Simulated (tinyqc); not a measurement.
Implant damage, amorphisation by cascade overlap, and solid-phase epitaxial regrowth. Changing the dose Q. Computed by tinyqc, a small Python program. Command: `OMP_NUM_THREADS=1 python tinyqc.py 3110475 3110476 out.jsonl sper sweep`. One thread of a shared host (Intel(R) Xeon(R) Processor @ 2.30GHz), about 0.01 s of CPU time with the checks.

Range and width of the damage are inputs. Dynamic annealing enters only through the surviving share f.

Inputs (values chosen for the exercise, modelled on antimony ions in silicon): atomic density N = 49.9 1/nm^3; ion Z1 = 51; ion mass M1 = 121.8 u; target Z2 = 14; target mass M2 = 28.09 u; ion energy E = 130 keV; displacement energy E_d = 17 eV; depth of the damage peak R_d = 61 nm; width of the damage profile s_d = 31 nm; share of defects that survive f = 0.49; critical displaced share x_c = 0.095; regrowth prefactor v0 = 5.5e+15 nm/s; regrowth energy E_a = 2.7 eV; anneal temperature = 523 C; rate relative to (100) = 1; peak enhancement by the dopant = 7.1.

Constants: a_0 = 0.529177210903 angstrom; e^2/(4 pi eps_0) = 14.39964548 eV angstrom; k_B = 8.617333262e-05 eV/K.

Method:
- Robinson partition: eps = E a M2/(Z1 Z2 (e^2/(4 pi eps_0)) (M1 + M2)), a = 0.8853 a_0/sqrt(Z1^(2/3) + Z2^(2/3)); k = 0.0793 Z1^(2/3) Z2^(1/2) (M1 + M2)^(3/2)/((Z1^(2/3) + Z2^(2/3))^(3/4) M1^(3/2) M2^(1/2)); damage energy T_d = E/(1 + k (eps + 0.40244 eps^(3/4) + 3.4008 eps^(1/6))); displacements nu = 0.8 T_d/(2 E_d).
- Displaced share x(z) = f nu Q exp(-(z - R_d)^2/(2 s_d^2))/(sqrt(2 pi) s_d N); the layer is amorphous where x > x_c, between R_d -/+ s_d sqrt(2 ln(x_max/x_c)), the upper edge being cut at the surface. Threshold dose Q_c = Q x_c/x_max.
- Displaced atoms per area beyond the lower edge z2: f nu Q (1/2) erfc((z2 - R_d)/(sqrt2 s_d)); they are not removed by regrowth.
- v = v0 x orientation factor x exp(-E_a/(k_B T)) x [1 + (enhancement - 1) exp(-(z - R_d)^2/(2 s_d^2))], T = anneal temperature + 273.15 K; the dopant is taken to follow the damage profile; the lower front moves from the lower edge z2 to the surface, or to the middle (z1 + z2)/2 of a buried layer with upper edge z1; time = int dz/v; the equivalent undoped distance is that time times the undoped velocity.

One run for each value:
```
dose Q (1/cm^2)  lower edge (nm)  upper edge (nm)  displaced atoms beyond z2 (1/cm^2)  time with enhancement (s)
6.20e+13                   95.67           26.329                          9.0669e+15                      132.0
1.30e+14                  112.24            9.764                          7.1008e+15                      245.1
2.60e+14                  123.91            0.000                          6.1252e+15                      714.8
5.40e+14                  134.23            0.000                          5.4477e+15                      864.4
1.10e+15                  143.03            0.000                          4.9707e+15                     1020.3
2.30e+15                  151.26            0.000                          4.5907e+15                     1183.8
4.70e+15                  158.57            0.000                          4.2962e+15                     1338.2
9.70e+15                  165.47            0.000                          4.0496e+15                     1488.3
2.00e+16                  171.92            0.000                          3.8418e+15                     1631.1
```

Over the rows, lower edge (nm) rises from 95.7 to 172 (exponent d ln y / d ln x 0.22 between the first rows and 0.053 between the last); upper edge (nm) falls from 26.3 to 0, flat over part of the range; displaced atoms beyond z2 (1/cm^2) falls from 9.07e15 to 3.84e15 (exponent d ln y / d ln x -0.33 between the first rows and -0.073 between the last).  Left out: 3.00e13 (the dose does not amorphise).
